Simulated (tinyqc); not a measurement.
# Drift exponent from two reads

Inverse problem. Ra = R0 (t/t0)^nu. Find nu, R0 and Ra after ten years (3.15576e8 s).

Inputs (values chosen for the exercise):
- t0 = 10 s (reference time)

Ra at t = 100 and 30000 s, both at 300 K (Mohm): [0.99727192, 1.9548521]

Answer. ln Ra is linear in ln t with slope nu.

nu = 0.118
R0 = 0.760 Mohm
Ra after ten years = 5.83 Mohm

Numbers from tinyqc (`OMP_NUM_THREADS=1 python tinyqc.py 2880049 2880050 out.jsonl`; about 0.01 s on one thread of a shared Intel Xeon 2.30GHz).
